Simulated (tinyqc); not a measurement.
Hueckel theory of the pi electrons, for the molecule [CH2+]c1ccccc1 (SMILES; centres numbered as the heavy atoms are written), step by step. One step of it, computed by the program tinyqc.

Problem. Orbitals. Diagonalise; E = alpha + x beta with beta < 0, so the largest x are filled first; degenerate levels share their electrons. P = sum n_i c_ri c_si; each orbital has its largest coefficient positive (the first on a tie).

Hueckel matrix in units of beta (H = alpha + beta A):
```
          1C        2C        3C        4C        5C        6C        7C
1C  0.000000  1.000000  0.000000  0.000000  0.000000  0.000000  0.000000
2C  1.000000  0.000000  1.000000  0.000000  0.000000  0.000000  1.000000
3C  0.000000  1.000000  0.000000  1.000000  0.000000  0.000000  0.000000
4C  0.000000  0.000000  1.000000  0.000000  1.000000  0.000000  0.000000
5C  0.000000  0.000000  0.000000  1.000000  0.000000  1.000000  0.000000
6C  0.000000  0.000000  0.000000  0.000000  1.000000  0.000000  1.000000
7C  0.000000  1.000000  0.000000  0.000000  0.000000  1.000000  0.000000
```

pi electrons, sum of z_r less the charge = 6

Give: x values; occupations; coefficients; charge and bond-order matrix P.

Solution.

x values: 2.101  1.259  1.000  0.000  -1.000  -1.259  -2.101

occupations: 2.000  2.000  2.000  0.000  0.000  0.000  0.000

coefficients:
```
      MO1     MO2     MO3     MO4     MO5     MO6     MO7
1C  0.238  -0.397   0.000   0.756   0.000  -0.397  -0.238
2C  0.500  -0.500   0.000   0.000   0.000   0.500   0.500
3C  0.406  -0.116   0.500  -0.378   0.500  -0.116  -0.406
4C  0.354   0.354   0.500   0.000  -0.500  -0.354   0.354
5C  0.337   0.562   0.000   0.378   0.000   0.562  -0.337
6C  0.354   0.354  -0.500   0.000   0.500  -0.354   0.354
7C  0.406  -0.116  -0.500  -0.378  -0.500  -0.116  -0.406
```

charge and bond-order matrix P:
```
        1C      2C      3C      4C      5C      6C      7C
1C   0.429   0.635   0.286  -0.112  -0.286  -0.112   0.286
2C   0.635   1.000   0.523   0.000  -0.225   0.000   0.523
3C   0.286   0.523   0.857   0.705   0.143  -0.295  -0.143
4C  -0.112   0.000   0.705   1.000   0.635   0.000  -0.295
5C  -0.286  -0.225   0.143   0.635   0.857   0.635   0.143
6C  -0.112   0.000  -0.295   0.000   0.635   1.000   0.705
7C   0.286   0.523  -0.143  -0.295   0.143   0.705   0.857
```
